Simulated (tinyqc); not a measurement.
Quantum-well laser, gain and threshold: one step of the calculation.

One electron and one heavy-hole subband per well, parabolic, with equal sheet densities n of electrons and holes; k-conserving transitions, TE polarisation, no line broadening, so the gain starts as a step at E0 and peaks there. All wells are pumped alike.

Problem. Threshold density by Newton steps. fe = 1 - exp(-n/Nc) and fh = 1 - exp(-n/Nv) are the fillings of the two band edges; f = g0 (fe + fh - 1) - gth; f' = g0 [(1 - fe)/Nc + (1 - fh)/Nv]; n(new) = n - f/f'.

n after iteration 1 = 3.2535586e11 cm^-2
Nc = 4.7948421e11 cm^-2
Nv = 1.4362928e12 cm^-2
g0(E0) = 17716.014 1/cm
gth = 1258.8102 1/cm

Give: fe; fh; f; f'; n after iteration 2.

Solution.

fe = 0.4926
fh = 0.2027
f = -6656 1/cm
f' = 2.858e-8 cm
n after iteration 2 = 5.582e11 cm^-2

Numbers from tinyqc (`OMP_NUM_THREADS=1 python tinyqc.py 2840119 2840120 out.jsonl`; about 0.02 s on one thread of a shared Intel Xeon 2.30GHz).
